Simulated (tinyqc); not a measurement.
Ferroelectric hysteresis, discrete Preisach model: which history is remembered.

25 bistable elements (j, k) switch to +1 when V reaches u_j and to -1 when V falls to -u_k, and keep their state between. P = Ps sum w_jk s_jk. All elements start at -1. No time dependence and no dielectric part.

w_jk is proportional to exp[-(a_j^2 + a_k^2 - 2 cr a_j a_k)/(2 (1 - cr^2))], a_j = (u_j - Vc)/sg, and the weights sum to one. Each row applies its voltages in turn to the starting state.

Inputs (values chosen for the exercise): saturation polarisation Ps = 25 uC/cm^2; mean coercive voltage Vc = 1.9 V; spread of the switching voltages sg = 1.1 V; list of the u_j up = [0.4, 1.2, 2, 2.8, 3.6] V; correlation of up and down voltages cr = 0.8.

Final polarisation:
```
                          P (uC/cm^2)
+3.2 V                          20.70
+2.4, -1.6, +3.2 V              20.70
+3.2, -2.4 V                   -13.27
+3.2, -1.6, +1.6, -2.4 V       -13.27
+4, -2.4, +2.4 V                20.46
+2.4 V                           9.37
```

What does the table show?

Rows 1 and 2 agree, and so do rows 3 and 4: a larger excursion wipes out the smaller ones before it. Rows 5 and 6 end at the same voltage yet differ by 11.1 uC/cm^2, because row 5 keeps elements set by the earlier full write that the negative pulse did not reach.

Program tinyqc, `OMP_NUM_THREADS=1 python tinyqc.py 2860107 2860108 out.jsonl`; Intel Xeon 2.30GHz, shared host, one thread, about 0.01 s.
